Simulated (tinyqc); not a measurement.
One-diode model of a solar cell: one step of the calculation.

J is the current delivered and Vj = V + J Rs the junction voltage. J = X JL - J01 (exp(Vj/(n1 Vt)) - 1) - Vj/Rp. The photocurrent does not depend on voltage.

Task. Figures of merit. Jsc at V = 0, Voc at J = 0, the maximum power point where J (1 + 2 Rs G) = G Vj with G = -dJ/dVj; FF = Vmp Jmp/(Voc Jsc); efficiency Vmp Jmp/(X Pin). Empirical fill factor without parasitics FF0 = (v - ln(v + 0.72))/(v + 1), v = Voc/(n1 Vt).

Inputs (values chosen for the exercise); values of the order met in cells of a lead-halide perovskite: temperature T = 273 K; photocurrent at one sun JL = 23.4 mA/cm^2; concentration X = 1 suns; saturation current of the diode J01 = 8.9e-22 A/cm^2; ideality factor of the diode n1 = 1.12; series resistance Rs = 0 ohm cm^2; shunt resistance Rp = 2000 ohm cm^2; incident power at one sun Pin = 100 mW/cm^2.

Constants: q = 1.602176634e-19 C, kB = 1.380649e-23 J/K, Vt = kB T/q. Results are converted to the units shown.

Find: Jsc; Voc; Vmp; Jmp; FF; efficiency; FF0.

Result.

Jsc = 23.400 mA/cm^2
Voc = 1.1775 V
Vmp = 1.0785 V
Jmp = 22.328 mA/cm^2
FF = 0.87397
efficiency = 24.081 %
FF0 = 0.89460

FF is 2.3 % below FF0. Removing one loss at a time changes the efficiency by: shunt +0.58 points.

Computed by the program tinyqc: `OMP_NUM_THREADS=1 python tinyqc.py 2280134 2280135 out.jsonl`, one thread of a shared Intel Xeon 2.30GHz, about 0.01 s for the whole run.
